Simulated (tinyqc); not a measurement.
Configuration-coordinate model of a defect: Huang-Rhys factor and luminescence line shape: one step, computed by the program tinyqc. Command: `OMP_NUM_THREADS=1 python tinyqc.py 3024701 3024702 out.jsonl ccline walk`. One thread of a shared host (Intel(R) Xeon(R) Processor @ 2.30GHz), about 0.02 s of CPU time with the checks.

Ground state E_g(Q) = (1/2) omega_g^2 Q^2; excited state E_e(Q) = E_0 + (1/2) omega_e^2 (Q - dQ)^2 with E_0 = E_ZPL - (hbar omega_e - hbar omega_g)/2. Q is mass-weighted; the dipole does not depend on Q (Condon approximation).

Problem. Crossing, radiative lifetime and thermal quenching. The curves cross at the root Q_c nearest dQ; the barrier is (1/2) omega_e^2 (Q_c - dQ)^2, with (1/2) omega^2 = (hbar omega)^2/(2 hbar^2/u). k_r = n_r omega^3 mu^2/(3 pi eps_0 hbar c^3) at the vertical emission energy, without local-field correction; k_nr = nu_0 exp(-barrier/k_B T) (Mott-Seitz); yield = k_r/(k_r + k_nr); T_1/2 = barrier/(k_B ln(nu_0/k_r)).

Inputs (values chosen for the exercise, for a model defect in a wide-gap host):

| quantity | value | unit |
|---|---|---|
| zero-phonon energy E_ZPL | 2.74 | eV |
| displacement dQ | 0.834 | u^(1/2) angstrom |
| ground-state phonon hbar omega_g | 34 | meV |
| excited-state phonon hbar omega_e | 26.4 | meV |
| temperature T | 200 | K |
| refractive index n_r | 1.93 | - |
| transition dipole mu | 2.2 | e angstrom |
| quenching prefactor nu_0 | 6e+11 | 1/s |

Modes: different frequencies.

vertical emission energy = 2.647624 eV

Constants: hbar^2/u = 4.18015928e-03 eV angstrom^2; hbar = 6.582119569e-16 eV s; e = 1.602176634e-19 C; eps_0 = 8.8541878128e-12 F/m; hbar = 1.054571817e-34 J s; c = 299792458 m/s; k_B = 8.617333262e-05 eV/K.

Give: Q_c; classical barrier; radiative lifetime; luminescence yield; quenching temperature T_1/2.

Solution.

Q_c = 5.988 u^(1/2) angstrom

classical barrier = 2.215 eV

radiative lifetime = 1.519 ns

luminescence yield = 1

quenching temperature T_1/2 = 3771 K

The barrier is so high that this route does not halve the yield below 1000 K.
